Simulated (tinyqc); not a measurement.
# Bulk resistivity and mean free path from two films

Problem. In the thick-film limit single-crystal films obey rho = rho0 (1 + 3 (1 - ps) lam/(8 d)). Find rho0, lam and the product rho0 lam.

Values chosen for this exercise: specular share of surface scattering ps = 0.1.

rho at d = 71 and 360 nm (uohm cm): 1.9668697  1.7124937

Answer. rho is a straight line in 1/d: the intercept is rho0 and the slope (3/8)(1 - ps) rho0 lam. Without ps only the product (1 - ps) lam could be found.

rho0 = 1.65 uohm cm
lam = 40.4 nm
rho0 lam = 66.7 uohm cm nm

Computed by the program tinyqc: `OMP_NUM_THREADS=1 python tinyqc.py 2100147 2100148 out.jsonl`, one thread of a shared Intel Xeon 2.30GHz, about 0.01 s for the whole run.
